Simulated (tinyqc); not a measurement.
From results back to parameters: Shockley-Read-Hall recombination through one deep level. Two cases, with inputs chosen for the exercise.

Problem. Deep-level transient spectroscopy: the emission rate is en = gam sigma T^2 exp(-dE/kB T), dE = Ec - Et. Two rates were computed from hidden dE and sigma.

Constants: kB = 8.617333262e-05 eV/K.

Case 1.

Values chosen (out of a larger set: gap and densities of states near those of SiC at this temperature; not measured data):
- gam = 3.4e+21 1/(cm^2 s K^2) (vth Nc/T^2, which does not depend on T)
- T1 = 313 K
- T2 = 368 K

en(T1) = 2.45362 1/s
en(T2) = 122.974 1/s

Case 2.

Values chosen (out of a larger set: gap and densities of states near those of Si at this temperature; not measured data):
- gam = 6.9e+21 1/(cm^2 s K^2) (vth Nc/T^2, which does not depend on T)
- T1 = 182 K
- T2 = 218 K

en(T1) = 11.5103 1/s
en(T2) = 865.454 1/s

Find: ln(en/T^2) at T1 and T2; dE; sigma.

Solution. ln(en/T^2) against 1/T is a line of slope -dE/kB and intercept ln(gam sigma); plotting ln en alone would overstate dE by about 2 kB T.

Case 1.

ln(en/T^2) at T1 and T2: -10.5948  -7.0042

dE = 0.648 eV
sigma = 2.0e-16 cm^2

Case 2.

ln(en/T^2) at T1 and T2: -7.9648  -4.0057

dE = 0.376 eV
sigma = 1.3e-15 cm^2

Computed by tinyqc, one run a case: `OMP_NUM_THREADS=1 python tinyqc.py N N+1 out.jsonl` with N = 1680176, 1680178; one thread of a shared Intel(R) Xeon(R) Processor @ 2.30GHz, about 0.01 s a run at most.
